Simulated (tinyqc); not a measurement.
From a target to a composition: virtual-crystal alloy in the empirical-pseudopotential method. Three cases, with inputs chosen for the exercise.

Problem. The gap from the valence top to the fifth band at L = (1/2,1/2,1/2) is given; it is monotonic in x. Find x.

Empirical pseudopotential on the fcc lattice, atoms at +/- tau, tau = a (1,1,1)/8, no spin-orbit coupling. H(G,G') = c (2 pi/a)^2 |k + G|^2 delta + VS(q) cos(q.tau) + i VA(q) sin(q.tau), q = G - G', c = hbar^2/2m0; k and G in units of 2 pi/a; VS at |q|^2 = 3, 8, 11 and VA at 3, 4, 11, in rydberg, zero elsewhere. At each k the basis holds all G with |k + G|^2 up to 16; energies are counted from the fourth level at Gamma.

Virtual crystal A(1-x)B(x): a = (1 - x) a_A + x a_B. Rule linear: V = (1 - x) V_A + x V_B. Rule volume: V = [(1 - x) a_A^3 V_A + x a_B^3 V_B]/a^3, since a form factor is an atomic potential divided by the cell volume.

Constants: hbar^2/2m0 = 3.80998211 eV angstrom^2; Ry = 13.60569312 eV.

Find: x; a.

Case 1.

Values chosen (classic local form factors of the size used for Si (A) and Ge (B), which place X and L only to a few tenths of an eV; shifted at random, so the results belong to these values and not to a real crystal): a = (5.438, 5.657) angstrom (lattice constants of A, B); VSA = (-0.208, 0.039, 0.082) Ry (symmetric form factors of A); VAA = (0, 0, 0) Ry (antisymmetric form factors of A); VSB = (-0.228, 0.01, 0.06) Ry (symmetric form factors of B); VAB = (0, 0, 0) Ry (antisymmetric form factors of B); rule = volume (mixing rule).

gap to L = 1.31094 eV

Solution.

x = 0.57
a = 5.563 angstrom

Bisect on x between the ends, where the gap to L is 1.857 and 0.910 eV; a straight line between them would give x = 0.58.

Case 2.

Values chosen (classic local form factors of the size used for GaP (A) and InP (B), which place X and L only to a few tenths of an eV; shifted at random, so the results belong to these values and not to a real crystal): a = (5.449, 5.866) angstrom (lattice constants of A, B); VSA = (-0.223, 0.031, 0.07) Ry (symmetric form factors of A); VAA = (0.119, 0.071, 0.02) Ry (antisymmetric form factors of A); VSB = (-0.233, 0.009, 0.061) Ry (symmetric form factors of B); VAB = (0.071, 0.051, 0.011) Ry (antisymmetric form factors of B); rule = linear (mixing rule).

gap to L = 2.50042 eV

Solution.

x = 0.27
a = 5.562 angstrom

Bisect on x between the ends, where the gap to L is 2.637 and 2.032 eV; a straight line between them would give x = 0.23.

Case 3.

Values chosen (classic local form factors of the size used for GaAs (A) and GaP (B), which place X and L only to a few tenths of an eV; shifted at random, so the results belong to these values and not to a real crystal): a = (5.637, 5.431) angstrom (lattice constants of A, B); VSA = (-0.226, 0.009, 0.06) Ry (symmetric form factors of A); VAA = (0.071, 0.05, 0.01) Ry (antisymmetric form factors of A); VSB = (-0.221, 0.029, 0.071) Ry (symmetric form factors of B); VAB = (0.123, 0.071, 0.021) Ry (antisymmetric form factors of B); rule = volume (mixing rule).

gap to L = 1.73984 eV

Solution.

x = 0.16
a = 5.604 angstrom

Bisect on x between the ends, where the gap to L is 1.582 and 2.589 eV; a straight line between them would give x = 0.16.

Computed by tinyqc, one run a case: `OMP_NUM_THREADS=1 python tinyqc.py N N+1 out.jsonl` with N = 1051555, 1051575, 1080101; one thread of a shared Intel(R) Xeon(R) Processor @ 2.30GHz, about 0.3 s a run at most.
